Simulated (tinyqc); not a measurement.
Inside a calculation: ellipsoidal valleys in the axes of a wafer and a channel. Values are carried at full precision from step to step, so a last printed digit may differ when a step is redone from the rounded ones.

Valleys with axes a along [111], [1-1-1], [-11-1] and [-1-11], one whole valley each; inverse mass tensor w = 1/mt + (1/ml - 1/mt) a a. Device axes: z = nz/|nz|, x = nx/|nx|, y = z cross x; in them a = (ax, ay, az). Confinement mass mz = 1/w_zz. In the plane w_ij is replaced by u_ij = w_ij - w_iz w_jz/w_zz (i, j = x, y); density-of-states mass md = 1/sqrt(det u); conductivity mass along x mc = 1/u_xx; ballistic transport mass mx = u_yy/det u, width mass my = 1/u_yy.

Constants: hbar^2/2m0 = 3.80998211 eV angstrom^2; kB = 8.617333262e-05 eV/K.

Values chosen for the exercise (near those of the L valleys of Ge; shifted at random, so the results belong to these values and not to a real crystal): ml = 1.568 m0 (longitudinal mass); mt = 0.082 m0 (transverse mass); nz = (0, 0, 1) (surface normal (confinement)); nx = (1, 0, 0) (channel direction); t = 2.6 nm (thickness of the film); T = 400 K (temperature).

## Device axes and valley axes

Give the rows x, y, z in cubic components and each valley axis in device components.

device axes:
```
    [100]   [010]   [001]
x  1.0000  0.0000  0.0000
y  0.0000  1.0000  0.0000
z  0.0000  0.0000  1.0000
```

valley axes:
```
               ax        ay        az
[111]     0.57735   0.57735   0.57735
[1-1-1]   0.57735  -0.57735  -0.57735
[-11-1]  -0.57735   0.57735  -0.57735
[-1-11]  -0.57735  -0.57735   0.57735
```

## Tensors of the valley [1-1-1]

Form w and the reduced tensor u.

w (1/m0):
```
        x        y        z
x  8.3427   3.8525   3.8525
y  3.8525   8.3427  -3.8525
z  3.8525  -3.8525   8.3427
```

u (1/m0):
```
        x       y
x  6.5637  5.6314
y  5.6314  6.5637
```

The axis is tilted against the normal, so w_xz or w_yz is not zero and the reduction changes the masses in the plane.

## Masses of all valleys

Give mz, md, mc, mx and my.

Masses (m0):

| valley | mz | md | mc | mx | my |
|---|---|---|---|---|---|
| [111] | 0.11987 | 0.29658 | 0.15235 | 0.57733 | 0.15235 |
| [1-1-1] | 0.11987 | 0.29658 | 0.15235 | 0.57733 | 0.15235 |
| [-11-1] | 0.11987 | 0.29658 | 0.15235 | 0.57733 | 0.15235 |
| [-1-11] | 0.11987 | 0.29658 | 0.15235 | 0.57733 | 0.15235 |

mz md^2 = ml mt^2 = 0.01054 for every valley, so a heavy confinement mass comes with a small density of states. On this face all axes make the same angle with the normal.

## Subbands and shares in a film

Hard walls: E_n = c (n pi/t)^2/mz, c = hbar^2/2m0, n = 1, 2, 3. Non-degenerate share of a valley proportional to md sum_n exp(-E_n/kT); mean 1/mc = sum of share/mc. 1 nm = 10 angstrom.

Give the ladders, the shares and the mean conductivity mass.

Subbands:

| valley | E1 (meV) | E2 (meV) | E3 (meV) | share |
|---|---|---|---|---|
| [111] | 464.1 | 1856.3 | 4176.6 | 0.250 |
| [1-1-1] | 464.1 | 1856.3 | 4176.6 | 0.250 |
| [-11-1] | 464.1 | 1856.3 | 4176.6 | 0.250 |
| [-1-11] | 464.1 | 1856.3 | 4176.6 | 0.250 |

mean mc = 0.1524 m0

The lowest ladder ([111], [1-1-1], [-11-1] and [-1-11]) holds 100 % of the electrons in these valleys: all valleys have the same mz and md on this face, though not always the same mc. Energies of several hundred meV lie beyond the parabolic range, and real barriers are finite, so these are upper bounds.

## Checks

- mz md^2 against ml mt^2: they agree to 1e-10 or better.
- mx my against md^2: they agree to 1e-10 or better.

Program tinyqc; command `OMP_NUM_THREADS=1 python tinyqc.py 1881175 1881176 out.jsonl`; about 0.01 s on one thread of a shared Intel(R) Xeon(R) Processor @ 2.30GHz.
